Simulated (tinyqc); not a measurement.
# Series resistance and length offset from two lengths at two overdrives

Problem. In strong inversion R W = Rsd + k(x)(L - dL), k(x) = (1 + th1 x)/(mu0 Cox x), x the overdrive, Cox = eps0 eox/tox, with Rsd and dL independent of x. Find dL, Rsd, mu0 and th1.

Values chosen for this exercise: relative permittivity of the gate insulator (close to silicon dioxide) eox = 3.9; insulator thickness tox = 3.2 nm.

Constants: eps0 = 8.8541878128e-14 F/cm where lengths are in cm. Results are converted to the units shown.

total resistance times width (ohm um):

|  | L = 0.078 um | L = 0.4 um |
|---|---|---|
| overdrive 0.45 V | 493.110076 | 2066.13415 |
| overdrive 1.12 V | 328.854680 | 1020.37480 |

Solution. At each overdrive R W is a straight line in L; the two lines cross at L = dL, R W = Rsd. Their slopes give k x = (1 + th1 x)/(mu0 Cox), a straight line in x.

dL = 0.01800 um
Rsd = 200.0 ohm um
mu0 = 450.0 cm^2/(V s)
th1 = 0.1500 1/V

Program tinyqc, `OMP_NUM_THREADS=1 python tinyqc.py 2210096 2210097 out.jsonl`; Intel Xeon 2.30GHz, shared host, one thread, about 0.01 s.
